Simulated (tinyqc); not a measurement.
From results back to parameters: ellipsoidal valleys in the axes of a wafer and a channel. Two cases, with inputs chosen for the exercise.

Problem. A valley whose axis makes az^2 = 0.200000 with the surface normal has 1/mz = az^2/ml + (1 - az^2)/mt and mz md^2 = ml mt^2. Its confinement and density-of-states masses are given, and ml > mt.

Find: ml mt^2; mt; ml.

Method. Put ml = (mz md^2)/mt^2 into the first relation and solve for mt below (mz md^2)^(1/3), the value at which ml = mt; a scan of that range finds one root.

Case 1.

mz, md (m0): 0.2224229  0.3799034

Solution.

ml mt^2 = 0.032102
mt = 0.187 m0
ml = 0.918 m0

Case 2.

mz, md (m0): 0.2320409  0.4177588

Solution.

ml mt^2 = 0.040496
mt = 0.194 m0
ml = 1.076 m0

Computed by tinyqc, one run a case: `OMP_NUM_THREADS=1 python tinyqc.py N N+1 out.jsonl` with N = 1880297, 1881289; one thread of a shared Intel(R) Xeon(R) Processor @ 2.30GHz, about 0.01 s a run at most.
